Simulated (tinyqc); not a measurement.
Pariser-Parr-Pople SCF with singles CI, for the molecule C=CC=CC(=C)C(=O)F (SMILES; centres numbered as the heavy atoms are written), step by step. Computed by tinyqc, a small Python program that keeps every step. Settings: charge = 0, gamma = Ohno, start = huckel, damping = 0, iteration cap = 69, excitations kept = 9. Command: `OMP_NUM_THREADS=1 python tinyqc.py 22171 22172 out.jsonl` (the two numbers bound the seeds that draw the settings). One thread of a shared host (Intel(R) Xeon(R) Processor @ 2.60GHz), about 0.02 s of CPU time with the checks. Later iterations appear only in the table of the cycle.

## PPP integrals

Centres (angstrom, eV; a flat drawing with bonds scaled to 1.40 angstrom):
```
centre          x          y  core charge z          W   gamma_rr
1C       3.618000   0.538000              1  11.720000  11.040000
2C       2.621000  -0.445000              1  11.720000  11.040000
3C       1.271000  -0.072000              1  11.720000  11.040000
4C       0.274000  -1.054000              1  11.720000  11.040000
5C      -1.076000  -0.681000              1  11.720000  11.040000
6C      -2.073000  -1.663000              1  11.720000  11.040000
7C      -1.428000   0.674000              1  11.720000  11.040000
8O      -2.777000   1.047000              1  16.260000  14.630000
9F      -0.430000   1.656000              2  44.010000  23.310000
```

Resonance integrals (eV):
```
i  j       beta
1  2  -2.390000
2  3  -2.390000
3  4  -2.390000
4  5  -2.390000
5  6  -2.390000
5  7  -2.390000
7  8  -2.420000
7  9  -1.960000
```

Ohno: gamma = 14.399645/sqrt(R^2 + a^2), a = 2 x 14.399645/(gamma_rr + gamma_ss); H_rr = -W_r - sum_(s != r) z_s gamma_rs; H_rs = beta for bonds.

repulsion gamma_rs (eV), order 1C, 2C, 3C, 4C, 5C, 6C, 7C, 8O, 9F:
```
[[11.040000, 7.525235, 5.229584, 3.667222, 2.867293, 2.307768, 2.761927, 2.211049, 3.362499],
 [7.525235, 11.040000, 7.523867, 5.230004, 3.666425, 2.867431, 3.273678, 2.521093, 3.791254],
 [5.229584, 7.523867, 11.040000, 7.527255, 5.230004, 3.667601, 4.661482, 3.312484, 5.612580],
 [3.667222, 5.230004, 7.527255, 11.040000, 7.523867, 5.230004, 5.228798, 3.720271, 4.926695],
 [2.867293, 3.666425, 5.230004, 7.523867, 11.040000, 7.527255, 7.525614, 5.389666, 5.612793],
 [2.307768, 2.867431, 3.667601, 5.230004, 7.527255, 11.040000, 5.230589, 4.773859, 3.792252],
 [2.761927, 3.273678, 4.661482, 5.228798, 7.525614, 5.230589, 11.040000, 8.027601, 8.823592],
 [2.211049, 2.521093, 3.312484, 3.720271, 5.389666, 4.773859, 8.027601, 14.630000, 5.667446],
 [3.362499, 3.791254, 5.612580, 4.926695, 5.612793, 3.792252, 8.823592, 5.667446, 23.310000]]
```

core matrix H (eV), order 1C, 2C, 3C, 4C, 5C, 6C, 7C, 8O, 9F:
```
[[-45.015075, -2.390000, 0.000000, 0.000000, 0.000000, 0.000000, 0.000000, 0.000000, 0.000000],
 [-2.390000, -51.910242, -2.390000, 0.000000, 0.000000, 0.000000, 0.000000, 0.000000, 0.000000],
 [0.000000, -2.390000, -60.097436, -2.390000, 0.000000, 0.000000, 0.000000, 0.000000, 0.000000],
 [0.000000, 0.000000, -2.390000, -59.700810, -2.390000, 0.000000, 0.000000, 0.000000, 0.000000],
 [0.000000, 0.000000, 0.000000, -2.390000, -62.675710, -2.390000, -2.390000, 0.000000, 0.000000],
 [0.000000, 0.000000, 0.000000, 0.000000, -2.390000, -50.909012, 0.000000, 0.000000, 0.000000],
 [0.000000, 0.000000, 0.000000, 0.000000, -2.390000, 0.000000, -66.076873, -2.420000, -1.960000],
 [0.000000, 0.000000, 0.000000, 0.000000, 0.000000, 0.000000, -2.420000, -57.550914, 0.000000],
 [0.000000, 0.000000, 0.000000, 0.000000, 0.000000, 0.000000, -1.960000, 0.000000, -85.599112]]
```

## Starting guess

pi electrons, sum of z_r less the charge = 10

Orbitals of the Hueckel matrix of the beta values.

P at the start, order 1C, 2C, 3C, 4C, 5C, 6C, 7C, 8O, 9F:
```
[[1.000000, 0.872991, 0.000000, -0.392810, 0.000000, 0.287842, 0.027077, 0.000000, 0.000000],
 [0.872991, 1.000000, 0.480181, 0.000000, -0.077891, 0.000000, 0.000000, 0.027416, 0.022205],
 [0.000000, 0.480181, 1.000000, 0.795100, 0.000000, -0.365733, -0.058997, 0.000000, 0.000000],
 [-0.392810, 0.000000, 0.795100, 1.000000, 0.448261, 0.000000, 0.000000, -0.087154, -0.070588],
 [0.000000, -0.077891, 0.000000, 0.448261, 1.000000, 0.813994, 0.361122, 0.000000, 0.000000],
 [0.287842, 0.000000, -0.365733, 0.000000, 0.813994, 1.000000, 0.000000, -0.270089, -0.218750],
 [0.027077, 0.000000, -0.058997, 0.000000, 0.361122, 0.000000, 1.000000, 0.722898, 0.585488],
 [0.000000, 0.027416, 0.000000, -0.087154, 0.000000, -0.270089, 0.722898, 1.396123, -0.489091],
 [0.000000, 0.022205, 0.000000, -0.070588, 0.000000, -0.218750, 0.585488, -0.489091, 1.603877]]
```

## Iteration 1: Fock matrix

F_rr = H_rr + P_rr gamma_rr / 2 + sum_(s != r) P_ss gamma_rs; F_rs = H_rs - P_rs gamma_rs / 2; E = tr P (H + F) / 2 + core repulsion sum_(r<s) z_r z_s gamma_rs.

F (eV), order 1C, 2C, 3C, 4C, 5C, 6C, 7C, 8O, 9F:
```
[[-6.656116, -5.674733, 0.000000, 0.720261, 0.000000, -0.332136, -0.037392, 0.000000, 0.000000],
 [-5.674733, -6.703140, -4.196411, 0.000000, 0.142791, 0.000000, 0.000000, -0.034560, -0.042092],
 [0.000000, -4.196411, -7.111121, -5.382461, 0.000000, 0.670682, 0.137507, 0.000000, 0.000000],
 [0.720261, 0.000000, -5.382461, -6.677892, -4.076327, 0.000000, 0.000000, 0.162119, 0.173882],
 [0.000000, 0.142791, 0.000000, -4.076327, -6.288386, -5.453571, -3.748832, 0.000000, 0.000000],
 [-0.332136, 0.000000, 0.670682, 0.000000, -5.453571, -5.811163, 0.000000, 0.644683, 0.414777],
 [-0.037392, 0.000000, 0.137507, 0.000000, -3.748832, 0.000000, -6.515310, -5.321568, -4.543052],
 [0.000000, -0.034560, 0.000000, 0.162119, 0.000000, 0.644683, -5.321568, -8.292366, 1.385947],
 [0.000000, -0.042092, 0.000000, 0.173882, 0.000000, 0.414777, -4.543052, 1.385947, -23.071807]]
```

pi energy = -173.679015 eV

## Iteration 1: orbitals and new P

Diagonalise F (the basis is taken as orthonormal) and form P = 2 sum c c over the lowest orbitals.

orbital energies (eV): [-24.287551, -15.351632, -13.897662, -12.026655, -10.252446, -2.824588, -1.543207, 0.683250, 2.373189]

P after iteration 1, order 1C, 2C, 3C, 4C, 5C, 6C, 7C, 8O, 9F:
```
[[1.007037, 0.904438, -0.018113, -0.363673, 0.021252, 0.218843, 0.029079, -0.010518, -0.007534],
 [0.904438, 0.999320, 0.422180, -0.008760, -0.056813, 0.001222, -0.003265, 0.020238, 0.005403],
 [-0.018113, 0.422180, 1.052214, 0.836384, -0.031337, -0.337457, -0.062556, 0.015386, 0.012730],
 [-0.363673, -0.008760, 0.836384, 0.973385, 0.399909, 0.027237, 0.017637, -0.076978, -0.022664],
 [0.021252, -0.056813, -0.031337, 0.399909, 1.030807, 0.844934, 0.344569, -0.024436, -0.034992],
 [0.218843, 0.001222, -0.337457, 0.027237, 0.844934, 0.895327, 0.075521, -0.318737, -0.072943],
 [0.029079, -0.003265, -0.062556, 0.017637, 0.344569, 0.075521, 0.846767, 0.874030, 0.288234],
 [-0.010518, 0.020238, 0.015386, -0.076978, -0.024436, -0.318737, 0.874030, 1.270239, -0.232742],
 [-0.007534, 0.005403, 0.012730, -0.022664, -0.034992, -0.072943, 0.288234, -0.232742, 1.924903]]
```

## Iteration 2: Fock matrix

As before.

F (eV), order 1C, 2C, 3C, 4C, 5C, 6C, 7C, 8O, 9F:
```
[[-6.222264, -5.793054, 0.047362, 0.666834, -0.030467, -0.252519, -0.040157, 0.011628, 0.012667],
 [-5.793054, -6.189383, -3.978215, 0.022908, 0.104151, -0.001752, 0.005344, -0.025511, -0.010242],
 [0.047362, -3.978215, -6.543824, -5.537838, 0.081947, 0.618828, 0.145802, -0.025483, -0.035725],
 [0.666834, 0.022908, -5.537838, -6.413127, -3.894429, -0.071224, -0.046110, 0.143189, 0.055830],
 [-0.030467, 0.104151, 0.081947, -3.894429, -6.845501, -5.570017, -3.686545, 0.065850, 0.098202],
 [-0.252519, -0.001752, 0.618828, -0.071224, -5.570017, -6.275507, -0.197511, 0.760803, 0.138308],
 [-0.040157, 0.005344, 0.145802, -0.046110, -3.686545, -0.197511, -5.733315, -5.928184, -3.231632],
 [0.011628, -0.025511, -0.025483, 0.143189, 0.065850, 0.760803, -5.928184, -8.869763, 0.659525],
 [0.012667, -0.010242, -0.035725, 0.055830, 0.098202, 0.138308, -3.231632, 0.659525, -21.436768]]
```

pi energy = -177.511321 eV

## Iteration 2: orbitals and new P

As before.

orbital energies (eV): [-22.132819, -15.327330, -13.836275, -12.437773, -10.354887, -2.653468, -1.185624, 1.037432, 2.361291]

P after iteration 2, order 1C, 2C, 3C, 4C, 5C, 6C, 7C, 8O, 9F:
```
[[1.001316, 0.918537, -0.003368, -0.346472, 0.009745, 0.187868, 0.027838, -0.006105, -0.005720],
 [0.918537, 0.997610, 0.392071, -0.005595, -0.047554, 0.005508, -0.003514, 0.014966, 0.002383],
 [-0.003368, 0.392071, 1.023444, 0.859078, -0.020814, -0.321079, -0.062489, 0.011807, 0.011616],
 [-0.346472, -0.005595, 0.859078, 0.989858, 0.370747, 0.002358, 0.016665, -0.062530, -0.012667],
 [0.009745, -0.047554, -0.020814, 0.370747, 1.040709, 0.861915, 0.336563, -0.024945, -0.036125],
 [0.187868, 0.005508, -0.321079, 0.002358, 0.861915, 0.899754, 0.097858, -0.312090, -0.040686],
 [0.027838, -0.003514, -0.062489, 0.016665, 0.336563, 0.097858, 0.773478, 0.880114, 0.215095],
 [-0.006105, 0.014966, 0.011807, -0.062530, -0.024945, -0.312090, 0.880114, 1.312158, -0.160073],
 [-0.005720, 0.002383, 0.011616, -0.012667, -0.036125, -0.040686, 0.215095, -0.160073, 1.961674]]
```

## Iteration 3: Fock matrix

As before.

F (eV), order 1C, 2C, 3C, 4C, 5C, 6C, 7C, 8O, 9F:
```
[[-6.304248, -5.846102, 0.008806, 0.635295, -0.013971, -0.216778, -0.038444, 0.006750, 0.009616],
 [-5.846102, -6.318023, -3.864945, 0.014631, 0.087177, -0.007898, 0.005751, -0.018865, -0.004517],
 [0.008806, -3.864945, -6.549809, -5.623251, 0.054428, 0.588794, 0.145645, -0.019555, -0.032599],
 [0.635295, 0.014631, -5.623251, -6.517138, -3.784726, -0.006166, -0.043570, 0.116315, 0.031202],
 [-0.013971, 0.087177, 0.054428, -3.784726, -6.925960, -5.633927, -3.656423, 0.067223, 0.101381],
 [-0.216778, -0.007898, 0.588794, -0.006166, -5.633927, -6.257799, -0.255927, 0.744936, 0.077147],
 [-0.038444, 0.005751, 0.145645, -0.043570, -3.656423, -0.255927, -5.448621, -5.952602, -2.908954],
 [0.006750, -0.018865, -0.019555, 0.116315, 0.067223, 0.744936, -5.952602, -8.919549, 0.453604],
 [0.009616, -0.004517, -0.032599, 0.031202, 0.101381, 0.077147, -2.908954, 0.453604, -21.450983]]
```

pi energy = -177.786255 eV

## Iteration 3: orbitals and new P

As before.

orbital energies (eV): [-22.023548, -15.357229, -13.887459, -12.448261, -10.483828, -2.617606, -1.157120, 0.975863, 2.307058]

P after iteration 3, order 1C, 2C, 3C, 4C, 5C, 6C, 7C, 8O, 9F:
```
[[0.995667, 0.925235, 0.002531, -0.336449, 0.006816, 0.172924, 0.026824, -0.004940, -0.004907],
 [0.925235, 1.000220, 0.376559, -0.006287, -0.043344, 0.006880, -0.003207, 0.012835, 0.001577],
 [0.002531, 0.376559, 1.010865, 0.869848, -0.017186, -0.311571, -0.062013, 0.010565, 0.010656],
 [-0.336449, -0.006287, 0.869848, 0.998942, 0.355778, -0.007873, 0.015395, -0.056188, -0.009566],
 [0.006816, -0.043344, -0.017186, 0.355778, 1.048299, 0.869041, 0.334158, -0.027113, -0.035203],
 [0.172924, 0.006880, -0.311571, -0.007873, 0.869041, 0.896538, 0.104834, -0.308179, -0.031776],
 [0.026824, -0.003207, -0.062013, 0.015395, 0.334158, 0.104834, 0.749901, 0.879729, 0.189902],
 [-0.004940, 0.012835, 0.010565, -0.056188, -0.027113, -0.308179, 0.879729, 1.328699, -0.137357],
 [-0.004907, 0.001577, 0.010656, -0.009566, -0.035203, -0.031776, 0.189902, -0.137357, 1.970871]]
```

## Convergence

Stop when output and input P, before any damping, agree to 1e-7.

Course of the cycle:
```
iteration         E (eV)  largest |P(out) - P(in)|
1          -173.67901459                  3.21e-01
2          -177.51132093                  7.33e-02
3          -177.78625463                  2.52e-02
4          -177.82235668                  8.68e-03
5          -177.82800100                  3.96e-03
6          -177.82901775                  1.99e-03
7          -177.82922272                  9.96e-04
8          -177.82926751                  4.98e-04
9          -177.82927782                  2.49e-04
10         -177.82928028                  1.24e-04
11         -177.82928088                  6.21e-05
12         -177.82928102                  3.10e-05
13         -177.82928106                  1.55e-05
14         -177.82928107                  7.74e-06
15         -177.82928107                  3.87e-06
16         -177.82928107                  1.93e-06
17         -177.82928107                  9.65e-07
18         -177.82928107                  4.83e-07
19         -177.82928107                  2.41e-07
20         -177.82928107                  1.21e-07
21         -177.82928107                  6.03e-08
```

Converged in 21 iterations.

## Converged orbitals

Charges are z - P_rr.

orbital energies (eV): [-21.977049, -15.339087, -13.895495, -12.427901, -10.567280, -2.562760, -1.131809, 0.945015, 2.295860]

coefficients, order 1C, 2C, 3C, 4C, 5C, 6C, 7C, 8O, 9F:
```
[[0.000044, 0.135791, 0.379194, 0.328294, 0.474357, -0.393126, -0.388288, -0.417737, 0.158621],
 [0.000882, 0.240268, 0.510697, 0.323356, 0.281240, 0.198125, 0.308989, 0.539931, -0.267490],
 [0.003969, 0.370174, 0.420969, -0.006084, -0.432339, 0.404840, 0.180454, -0.397883, 0.379496],
 [0.011885, 0.456003, 0.181773, -0.248553, -0.446932, -0.360795, -0.384917, 0.137895, -0.447217],
 [0.048697, 0.545261, -0.234164, -0.323734, 0.261156, -0.285565, 0.207421, 0.279913, 0.519189],
 [0.014787, 0.308246, -0.170071, -0.342476, 0.451846, 0.583681, -0.292341, -0.200472, -0.296734],
 [0.192600, 0.324128, -0.355730, 0.316543, -0.000380, -0.186712, 0.509228, -0.419245, -0.401450],
 [0.059779, 0.259567, -0.404840, 0.630595, -0.191977, 0.232606, -0.423513, 0.243256, 0.194955],
 [0.978051, -0.118768, 0.104631, -0.076841, -0.001115, 0.030525, -0.076616, 0.056255, 0.049903]]
```

pi charges: [0.009963, -0.004393, -0.002427, -0.005296, -0.055041, 0.108774, 0.262206, -0.338700, 0.024914]

## Singles CI, singlets

Over the 9 single excitations with the smallest orbital gaps: A = (e_a - e_i) delta + 2 (ia|jb) - (ij|ab), with (pq|rs) = sum c_mp c_mq gamma_mn c_nr c_ns. f = 2/3 w |mu|^2 in atomic units, mu = sqrt2 sum c_ia sum_m c_mi c_ma R_m.

singlet CI matrix (eV), order 5>6, 5>7, 4>6, 4>7, 3>6, 5>8, 3>7, 2>6, 5>9:
```
[[4.289777, -0.102061, -0.001397, -0.432565, 0.246270, 0.118811, -0.315002, 0.023933, 0.009356],
 [-0.102061, 5.241842, -0.262335, 0.291554, -0.071755, 0.089522, 0.352659, -0.033518, -0.154543],
 [-0.001397, -0.262335, 5.681220, 0.389900, 0.098202, -0.005383, -0.642931, 0.305759, -0.049066],
 [-0.432565, 0.291554, 0.389900, 7.031310, -0.327231, -0.186426, 0.102634, -0.248537, 0.157021],
 [0.246270, -0.071755, 0.098202, -0.327231, 7.075440, 0.174858, -0.339162, -0.033846, -0.000470],
 [0.118811, 0.089522, -0.005383, -0.186426, 0.174858, 6.981649, -0.160794, -0.038043, 0.206228],
 [-0.315002, 0.352659, -0.642931, 0.102634, -0.339162, -0.160794, 8.321030, -0.484856, -0.033468],
 [0.023933, -0.033518, 0.305759, -0.248537, -0.033846, -0.038043, -0.484856, 7.838082, -0.260927],
 [0.009356, -0.154543, -0.049066, 0.157021, -0.000470, 0.206228, -0.033468, -0.260927, 8.002953]]
```

singlet excitation energies (eV): [4.188132, 4.993841, 5.548547, 6.730089, 6.844071, 7.462886, 7.556459, 8.190324, 8.948953]

oscillator strengths: [1.275106, 0.336114, 0.051542, 0.090467, 0.027173, 0.086922, 0.041704, 0.179715, 0.020805]

## Singles CI, triplets

Over the 9 single excitations with the smallest orbital gaps: A = (e_a - e_i) delta - (ij|ab), with (pq|rs) = sum c_mp c_mq gamma_mn c_nr c_ns.

triplet CI matrix (eV), order 5>6, 5>7, 4>6, 4>7, 3>6, 5>8, 3>7, 2>6, 5>9:
```
[[2.275840, -0.483883, 0.242136, -1.186461, 0.576324, 0.348742, -0.346439, -0.023031, -0.130124],
 [-0.483883, 4.183805, -1.186461, 0.285408, -0.346439, -0.307587, 0.162045, 0.426001, -0.556201],
 [0.242136, -1.186461, 4.629866, 0.864585, -0.174621, -0.424040, -1.034458, 0.622539, -0.288137],
 [-1.186461, 0.285408, 0.864585, 5.359367, -1.034458, -0.787699, 0.633056, -0.021982, 0.010079],
 [0.576324, -0.346439, -0.174621, -1.034458, 6.095556, -0.810082, -0.378745, 0.019731, 0.143901],
 [0.348742, -0.307587, -0.424040, -0.787699, -0.810082, 5.899028, -0.497036, -0.123637, 0.455973],
 [-0.346439, 0.162045, -1.034458, 0.633056, -0.378745, -0.497036, 7.196405, -1.242811, 0.647130],
 [-0.023031, 0.426001, 0.622539, -0.021982, 0.019731, -0.123637, -1.242811, 6.830020, 0.673495],
 [-0.130124, -0.556201, -0.288137, 0.010079, 0.143901, 0.455973, 0.647130, 0.673495, 7.056147]]
```

triplet excitation energies (eV): [1.746388, 2.669561, 3.961882, 4.623602, 5.894018, 6.811258, 7.381735, 7.638047, 8.799543]
